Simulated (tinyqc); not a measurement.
# Surface potential of a MOS transistor: implicit equation and explicit approximations: effect of the insulator thickness at fixed gate voltage

p-type body, charge-sheet picture, depletion and inversion only, full ionisation (an idealisation for deep acceptors), Boltzmann statistics (rough once Na exp(x - xn) passes about Nc/7). In units of Vt: xg = (Vg - Vfb)/Vt, x = psi/Vt, G = gamma/sqrt(Vt), xn = (2 phiF + Vc)/Vt. The implicit equation is (xg - x)^2 = G^2 [x - 1 + exp(x - xn)] for x above about 3. Cox = eps0 eox/tox.

ni = sqrt(Nc Nv) exp(-Eg/(2 Vt)), Eg in volts; phiF = Vt ln(Na/ni); gamma = sqrt(2 q eps0 eps_r Na)/Cox; VT = Vfb + Vt (xn + G sqrt(xn - 1)). Depletion value a = 1 + [sqrt(G^2/4 + xg - 1) - G/2]^2; inversion value b = xn + ln[(xg - xn)^2/G^2 - xn + 1] and first guess y = min(a, b) - ln(1 + exp(-|a - b|)) if a > xn + 1, else b = y = a; one second-order correction with D = exp(y - xn), p = 2 (xg - y) + G^2 (1 + D), w = (xg - y)^2 - G^2 (y - 1 + D): z = y + 2 w/(p + sqrt(p^2 - 2 (2 - G^2 D) w)), or the Newton step z = y + w/p where the root is not real. N_inv = (Cox Vt G/q) [sqrt(x - 1 + exp(x - xn)) - sqrt(x - 1)] at the root. Lambert form (Cox m Vt/q) W0[(G/(2 m sqrt(xn - 1))) exp((Vg - VT)/(m Vt))], m = 1 + G/(2 sqrt(xn - 1)). Errors under 1e-4 mV, and the linear form below VT, are printed as 0.

Inputs (values chosen for the exercise); band and dielectric values close to those of germanium:
```
symbol    value   unit                                                                 meaning
T           300      K                                                             temperature
Eg        0.648     eV                                                                band gap
eps_r      15.9                                                          relative permittivity
Nc      1.03e19  cm^-3                                  conduction-band density of states at T
Nv      5.99e18  cm^-3                                     valence-band density of states at T
eox         3.9         relative permittivity of the gate insulator (close to silicon dioxide)
Na       1.2e18  cm^-3                                                        acceptor density
Vfb       -0.43      V                                                       flat-band voltage
Vc            0      V                                                    channel-body voltage
Vg         1.26      V                                                       gate-body voltage
```

Constants: q = 1.602176634e-19 C, kB = 1.380649e-23 J/K, Vt = kB T/q, eps0 = 8.8541878128e-14 F/cm where lengths are in cm. Results are converted to the units shown.

Results:
```
tox (nm),psi (V),x - xn,error of y (mV),error of z (mV),N_inv (cm^-2),Cox (Vg - VT)/q (cm^-2),Lambert form (cm^-2)
3,0.6626,4.322,7.98,-0.157,3.717e12,4.856e12,3.828e12
4.1,0.6405,3.467,9.03,-0.232,1.917e12,2.661e12,1.968e12
7.7,0.5230,-1.077,4.72,-4.65e-3,2.854e10,0,2.781e10
11,0.3518,-7.699,7.88e-3,0,4.713e7,0,2.113e7
14,0.2567,-11.38,2.24e-4,0,1.414e6,0,1.988e5
20,0.1555,-15.29,0,0,3.764e4,0,404.2
```

Estimate the missing row, tox = 5.6 nm.

Computed row:
```
tox (nm),psi (V),x - xn,error of y (mV),error of z (mV),N_inv (cm^-2),Cox (Vg - VT)/q (cm^-2),Lambert form (cm^-2)
5.6,0.6084,2.225,11.5,-0.467,6.579e11,1.057e12,6.744e11
```

With this row back in the table: As tox goes from 3 to 20, psi falls from 0.663 to 0.156 V, x - xn falls from 4.32 to -15.3 and N_inv falls from 3.72e12 to 37600 cm^-2. The Lambert form lies between 0.0107 and 1.03 times N_inv. For tox = 3, 4.1, 5.6 the electron quasi-Fermi level lies less than 2 Vt below the band edge at the surface, or above it, where degeneracy and confinement, left out, matter.

Computed by the program tinyqc: `OMP_NUM_THREADS=1 python tinyqc.py 2122161 2122162 out.jsonl`, one thread of a shared Intel Xeon 2.30GHz, about 0.01 s for the whole run.
